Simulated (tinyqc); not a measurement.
Bound state in one dimension: Numerov shooting, finite differences, DVR, step by step. Computed by tinyqc, a small Python program that keeps every step. Settings: points = 96. Command: `OMP_NUM_THREADS=1 python tinyqc.py 21939 21940 out.jsonl` (the two numbers bound the seeds that draw the settings). One thread of a shared host (Intel(R) Xeon(R) Processor @ 2.60GHz), about 0.01 s of CPU time with the checks.

## Numerov steps at E = 0.1

One particle of mass 1 in V = 3.25 (x^2 - 1.76^2)^2 / 1.76^4 (atomic units), psi = 0 at both ends:
```
parameter,value
left end,-3.400000
right end,3.400000
intervals,96
h,0.070833
state sought (nodes),0
```

k_i = 2 m (E - V_i); (1 + h^2 k_(i+1)/12) y_(i+1) = 2 (1 - 5 h^2 k_i/12) y_i - (1 + h^2 k_(i-1)/12) y_(i-1), from y_0 = 0, y_1 = 0.001.

Points along the way:
```
i,x,V,k,y
0,-3.400000,24.256034,-48.312068,0.000000
1,-3.329167,21.600519,-43.001038,0.001000
2,-3.258333,19.149991,-38.099983,0.002215
3,-3.187500,16.894935,-33.589870,0.003855
4,-3.116667,14.826039,-29.452078,0.006148
5,-3.045833,12.934197,-25.668393,0.009352
32,-1.133333,1.113532,-2.027065,0.828692
33,-1.062500,1.312771,-2.425542,0.892046
34,-0.991667,1.513992,-2.827985,0.966292
35,-0.920833,1.714229,-3.228457,1.054291
36,-0.850000,1.910718,-3.621435,1.159419
37,-0.779167,2.100901,-4.001802,1.285678
```

## Bisection on the node count

With more sign changes than the state has nodes (the last point included) the energy is too high, else too low; the bracket starts as 0.1 to 12.

Trials:
```
trial,E,sign changes,y at the right end,next
1,6.05000000,5,-3.66e-01,lower
2,3.07500000,2,2.46e+00,lower
3,1.58750000,2,1.57e+01,lower
4,0.84375000,0,4.79e+02,raise
5,1.21562500,0,1.40e+01,raise
6,1.40156250,2,9.18e-01,lower
7,1.30859375,0,9.55e-01,raise
8,1.35507812,1,-2.10e-01,lower
9,1.33183594,0,3.36e-02,raise
10,1.34345703,1,-1.66e-01,lower
11,1.33764648,1,-8.64e-02,lower
12,1.33474121,1,-3.16e-02,lower
13,1.33328857,1,-3.21e-04,lower
14,1.33256226,0,1.63e-02,raise
...,...,...,...,...
29,1.33327423,0,4.11e-07,raise
30,1.33327424,0,1.63e-07,raise
31,1.33327425,0,3.82e-08,raise
```

eigenvalue = 1.33327425 hartree

## The same grid by other methods

Three-point finite differences and the sine-DVR kinetic matrix of Colbert and Miller on the same points.

Lowest levels (hartree):
```
state,finite differences,DVR
0,1.332237,1.333276
1,1.372042,1.373119
2,3.276935,3.279112
```
